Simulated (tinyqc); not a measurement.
Width of the well: finite square well with mass mismatch (envelope functions).

A square well of width L and depth V0, mass mw inside and mb outside, energies from the bottom of the well, c = hbar^2/2m0. k = sqrt(mw E/c), kappa = sqrt(mb (V0 - E)/c). psi and psi'/m are continuous at the walls (BenDaniel-Duke), so level n solves k L + 2 atan[(k/mw)/(kappa/mb)] = n pi.

Constants: hbar^2/2m0 = 3.80998211 eV angstrom^2.

Inputs chosen for the exercise (near those of the heavy valleys of a Si film in SiO2; shifted at random, so the results belong to these values and not to a real crystal):

| symbol | value | unit | meaning |
|---|---|---|---|
| V0 | 3.131 | eV | barrier height |
| mw | 0.941 | m0 | mass in the well |
| mb | 0.503 | m0 | mass in the barrier |
| Ls | (8, 10, 12, 16, 20, 24, 31) | angstrom | widths |

Levels against L, beside the infinite well E1(hard) = c (pi/L)^2/mw; Pb is the probability of level 1 in the barriers; a dash marks an unbound level.

Levels:

| L (angstrom) | bound levels | E1 (eV) | E2 (eV) | E1(hard) (eV) | Pb |
|---|---|---|---|---|---|
| 8 | 3 | 0.4212 | 1.5865 | 0.6244 | 0.026 |
| 12 | 4 | 0.2129 | 0.8358 | 0.2775 | 0.009 |
| 16 | 5 | 0.1278 | 0.5069 | 0.1561 | 0.004 |
| 20 | 6 | 0.0850 | 0.3387 | 0.0999 | 0.002 |
| 24 | 7 | 0.0606 | 0.2419 | 0.0694 | 0.001 |
| 31 | 9 | 0.0374 | 0.1496 | 0.0416 | 0.001 |

Give the missing row, L (angstrom) = 10.

Computed row:
```
L (angstrom)  bound levels  E1 (eV)  E2 (eV)  E1(hard) (eV)     Pb
10                       3   0.2912   1.1285         0.3996  0.014
```

The infinite well overestimates E1 by a factor 1.48 at 8 angstrom and 1.11 at 31 angstrom. The local exponent d ln E1/d ln L goes from -1.65 (first two rows) to -1.88 (last two), towards the -2 of hard walls, as Pb falls from 0.026 to 0.001. E2 - E1 is largest at 8 angstrom of the widths listed. Non-parabolicity, which grows with the level, already counts at a few tenths of an eV, and levels above about 0.5 eV lie beyond a parabolic band.

Program tinyqc; command `OMP_NUM_THREADS=1 python tinyqc.py 1251743 1251744 out.jsonl`; about 0.01 s on one thread of a shared Intel(R) Xeon(R) Processor @ 2.30GHz.
